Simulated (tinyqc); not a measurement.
CIS on RHF in the sto-3g basis, for H6, spin multiplicity 1, step by step. One step of it, computed by the program tinyqc.

Question. CIS singlet states. Diagonalise A (1 hartree = 27.211386 eV); each vector has its largest component positive (the first on a tie). The transition dipole is mu = sqrt2 sum c_ia <i|r|a>.

CIS matrix A, singlet (hartree), order 1>4, 1>5, 1>6, 2>4, 2>5, 2>6, 3>4, 3>5, 3>6:
```
[[0.691129, 0.000011, 0.022270, 0.000052, -0.004403, 0.000041, -0.004736, 0.000045, -0.043124],
 [0.000011, 0.973466, 0.000040, -0.044497, -0.000031, -0.036864, -0.000033, -0.024394, -0.000033],
 [0.022270, 0.000040, 1.262788, 0.000037, -0.065306, 0.000051, 0.016551, -0.000051, -0.027541],
 [0.000052, -0.044497, 0.000037, 0.608323, -0.000064, 0.025708, 0.000054, -0.020387, 0.000047],
 [-0.004403, -0.000031, -0.065306, -0.000064, 0.902555, -0.000054, 0.051535, 0.000065, 0.007587],
 [0.000041, -0.036864, 0.000051, 0.025708, -0.000054, 1.205315, -0.000020, 0.051253, -0.000005],
 [-0.004736, -0.000033, 0.016551, 0.000054, 0.051535, -0.000020, 0.450224, -0.000039, 0.004285],
 [0.000045, -0.024394, -0.000051, -0.020387, 0.000065, 0.051253, -0.000039, 0.756737, 0.000080],
 [-0.043124, -0.000033, -0.027541, 0.000047, 0.007587, -0.000005, 0.004285, 0.000080, 1.067875]]
```

dipole integrals <i|r|a> (bohr), order 1>4, 1>5, 1>6, 2>4, 2>5, 2>6, 3>4, 3>5, 3>6:
```
[[0.000000, 0.000000, -0.085372],
 [0.000000, 0.000000, -0.000544],
 [0.000000, 0.000000, -0.216918],
 [0.000000, 0.000000, -0.001290],
 [0.000000, 0.000000, -0.618741],
 [0.000000, 0.000000, -0.000478],
 [0.000000, 0.000000, 2.163547],
 [0.000000, 0.000000, 0.000754],
 [0.000000, 0.000000, 0.092860]]
```

Give: singlet excitation energies; lowest vectors; oscillator strengths 2/3 w |mu|^2.

Answer.

singlet excitation energies (eV): [12.0715, 16.2780, 18.6587, 20.5125, 24.4207, 26.4729, 29.0694, 33.1694, 34.8179]

lowest vectors, order 1>4, 1>5, 1>6, 2>4, 2>5, 2>6, 3>4, 3>5, 3>6:
```
[[0.0187, -0.0007, 0.9932, 0.0006, -0.0013, 0.0000],
 [0.0000, 0.1217, 0.0000, 0.0577, 0.0004, 0.9767],
 [-0.0300, 0.0000, -0.0313, 0.0000, 0.1681, -0.0002],
 [-0.0003, 0.9784, 0.0008, -0.1718, -0.0003, -0.1033],
 [-0.1155, 0.0001, 0.0111, -0.0004, 0.9784, -0.0004],
 [0.0000, -0.0475, -0.0001, -0.0966, 0.0002, 0.1791],
 [0.9927, 0.0003, -0.0178, -0.0002, 0.1188, -0.0001],
 [0.0001, 0.1599, -0.0005, 0.9787, 0.0004, -0.0580],
 [-0.0054, -0.0002, 0.1098, -0.0001, -0.0197, 0.0004]]
```

oscillator strengths 2/3 w |mu|^2: [2.9244, 0.0000, 0.0117, 0.0000, 0.1788, 0.0000]
